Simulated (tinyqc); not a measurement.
Worked calculation: plane-wave Kohn-Sham cycle with exchange-only LDA in a layered model solid. Computed by tinyqc, a small Python program that keeps every step. Settings: points = 16, plane-wave index or count = 2, electrons = 2, k points = 2, area = 15.0, mixing = 0.5, iteration cap = 54. Command: `OMP_NUM_THREADS=1 python tinyqc.py 22755 22756 out.jsonl` (the two numbers bound the seeds that draw the settings). One thread of a shared host (Intel(R) Xeon(R) Processor @ 2.60GHz), about 0.01 s of CPU time with the checks. Later iterations appear only in the table of the cycle.

## Iteration 1: potential

A solid whose potential varies along x alone (atomic units):
```
parameter                      value
period a                    5.300000
cross-section of the cell  15.000000
electrons per cell                 2
grid points                       16
plane waves -n..n, n               2
k points                           2
V1 in V1 cos(2 pi x/a)     -0.310000
V2 in V2 cos(4 pi x/a)     -0.060000
```

density at the start, on the grid x_j = j a/N (e/bohr^3): [0.02515723, 0.02515723, 0.02515723, 0.02515723, 0.02515723, 0.02515723, 0.02515723, 0.02515723, 0.02515723, 0.02515723, 0.02515723, 0.02515723, 0.02515723, 0.02515723, 0.02515723, 0.02515723]

V_H(G) = 4 pi rho(G)/G^2 for G != 0 (uniform background); v_x = -(3 rho/pi)^(1/3); V = V_ext + V_H + v_x; Fourier components f(G_m) = (1/N) sum_j f(x_j) exp(-i G_m x_j).

Potentials on the grid (hartree):
```
x             V_ext       V_H        v_x          V
0.000000  -0.370000  0.000000  -0.288544  -0.658544
0.331250  -0.328829  0.000000  -0.288544  -0.617373
0.662500  -0.219203  0.000000  -0.288544  -0.507747
0.993750  -0.076205  0.000000  -0.288544  -0.364749
1.325000   0.060000  0.000000  -0.288544  -0.228544
1.656250   0.161058  0.000000  -0.288544  -0.127485
1.987500   0.219203  0.000000  -0.288544  -0.069340
2.318750   0.243976  0.000000  -0.288544  -0.044567
2.650000   0.250000  0.000000  -0.288544  -0.038544
2.981250   0.243976  0.000000  -0.288544  -0.044567
3.312500   0.219203  0.000000  -0.288544  -0.069340
3.643750   0.161058  0.000000  -0.288544  -0.127485
3.975000   0.060000  0.000000  -0.288544  -0.228544
4.306250  -0.076205  0.000000  -0.288544  -0.364749
4.637500  -0.219203  0.000000  -0.288544  -0.507747
4.968750  -0.328829  0.000000  -0.288544  -0.617373
```

V(G_m), m = 0, 1, 2, ... (hartree): [-0.288544, -0.155000, -0.030000, 0.000000, 0.000000]

## Iteration 1: Hamiltonian at one k

k = 0.250000 2 pi / a

H(m,m') = (k + G_m)^2/2 delta + V(G_m - G_m'), with V(-G) = V(G).

H (hartree), order -2, -1, +0, +1, +2:
```
[[1.863515, -0.155000, -0.030000, 0.000000, 0.000000],
 [-0.155000, 0.106732, -0.155000, -0.030000, 0.000000],
 [-0.030000, -0.155000, -0.244624, -0.155000, -0.030000],
 [0.000000, -0.030000, -0.155000, 0.809446, -0.155000],
 [0.000000, 0.000000, -0.030000, -0.155000, 3.268941]]
```

## Iteration 1: levels at that k

Diagonalise the Hermitian matrix.

eigenvalues (hartree): [-0.328320, 0.153592, 0.822723, 1.877226, 3.278790]

## Iteration 1: new density

Motion across x is left out: the lowest 1 band(s) hold two electrons at each of the k points (j + 1/2)/nk - 1/2. Residual R = rho(out) - rho(in); rho(new) = rho(in) + 0.5 R. rho(out) = 2/(a A nk) sum |psi|^2 with psi = sum c exp(i G x). Harris energy E = band energy - dV sum rho (V_H/2 + v_x) + (3/4) dV sum rho v_x with rho(in), dV = a A/N, band energy = (2/nk) sum of the filled levels.

rho(out) (e/bohr^3): [0.05403793, 0.05050111, 0.04142263, 0.03029880, 0.02036886, 0.01320747, 0.00884032, 0.00662156, 0.00595630, 0.00662156, 0.00884032, 0.01320747, 0.02036886, 0.03029880, 0.04142263, 0.05050111]

density after iteration 1 (e/bohr^3): [0.03959758, 0.03782917, 0.03328993, 0.02772802, 0.02276305, 0.01918235, 0.01699878, 0.01588940, 0.01555677, 0.01588940, 0.01699878, 0.01918235, 0.02276305, 0.02772802, 0.03328993, 0.03782917]

energy per cell = -0.51236916 hartree

## Iteration 2: potential

As before.

Potentials on the grid (hartree):
```
x             V_ext        V_H        v_x          V
0.000000  -0.370000   0.110876  -0.335645  -0.594769
0.331250  -0.328829   0.101128  -0.330572  -0.558273
0.662500  -0.219203   0.074232  -0.316783  -0.461753
0.993750  -0.076205   0.036239  -0.298055  -0.338022
1.325000   0.060000  -0.005373  -0.279083  -0.224457
1.656250   0.161058  -0.043848  -0.263607  -0.146397
1.987500   0.219203  -0.074247  -0.253200  -0.108243
2.318750   0.243976  -0.093519  -0.247567  -0.097110
2.650000   0.250000  -0.100100  -0.245827  -0.095928
2.981250   0.243976  -0.093519  -0.247567  -0.097110
3.312500   0.219203  -0.074247  -0.253200  -0.108243
3.643750   0.161058  -0.043848  -0.263607  -0.146397
3.975000   0.060000  -0.005373  -0.279083  -0.224457
4.306250  -0.076205   0.036239  -0.298055  -0.338022
4.637500  -0.219203   0.074232  -0.316783  -0.461753
4.968750  -0.328829   0.101128  -0.330572  -0.558273
```

V(G_m), m = 0, 1, 2, ... (hartree): [-0.284950, -0.124848, -0.030223, 0.000138, 0.000024]

## Iteration 2: Hamiltonian at one k

k = 0.250000 2 pi / a

As before.

H (hartree), order -2, -1, +0, +1, +2:
```
[[1.867108, -0.124848, -0.030223, 0.000138, 0.000024],
 [-0.124848, 0.110326, -0.124848, -0.030223, 0.000138],
 [-0.030223, -0.124848, -0.241031, -0.124848, -0.030223],
 [0.000138, -0.030223, -0.124848, 0.813039, -0.124848],
 [0.000024, 0.000138, -0.030223, -0.124848, 3.272534]]
```

## Iteration 2: levels at that k

As before.

eigenvalues (hartree): [-0.298238, 0.143030, 0.822000, 1.876164, 3.279020]

## Iteration 2: new density

As before.

rho(out) (e/bohr^3): [0.04997040, 0.04703824, 0.03945195, 0.03000338, 0.02135385, 0.01490590, 0.01082518, 0.00868141, 0.00802548, 0.00868141, 0.01082518, 0.01490590, 0.02135385, 0.03000338, 0.03945195, 0.04703824]

density after iteration 2 (e/bohr^3): [0.04478399, 0.04243371, 0.03637094, 0.02886570, 0.02205845, 0.01704413, 0.01391198, 0.01228540, 0.01179112, 0.01228540, 0.01391198, 0.01704413, 0.02205845, 0.02886570, 0.03637094, 0.04243371]

energy per cell = -0.47348309 hartree

## Convergence

Stop when sqrt(dV sum R^2) is below 1e-8, dV = a A/N.

Course of the cycle:
```
iteration  E (hartree)  norm of the residual
1          -0.51236916              1.52e-01
2          -0.47348309              5.64e-02
3          -0.46827700              2.01e-02
4          -0.46765280              7.12e-03
5          -0.46757845              2.57e-03
6          -0.46756969              9.62e-04
7          -0.46756871              3.81e-04
8          -0.46756862              1.64e-04
9          -0.46756862              7.58e-05
10         -0.46756862              3.72e-05
11         -0.46756862              1.88e-05
12         -0.46756862              9.66e-06
13         -0.46756862              4.99e-06
14         -0.46756862              2.58e-06
15         -0.46756862              1.34e-06
16         -0.46756862              6.92e-07
17         -0.46756862              3.58e-07
18         -0.46756862              1.85e-07
19         -0.46756862              9.57e-08
20         -0.46756862              4.95e-08
21         -0.46756862              2.56e-08
22         -0.46756862              1.32e-08
23         -0.46756862              6.82e-09
```

Converged in 23 iterations. Before convergence this energy mixes input and output and is not variational, so it may rise towards its limit.
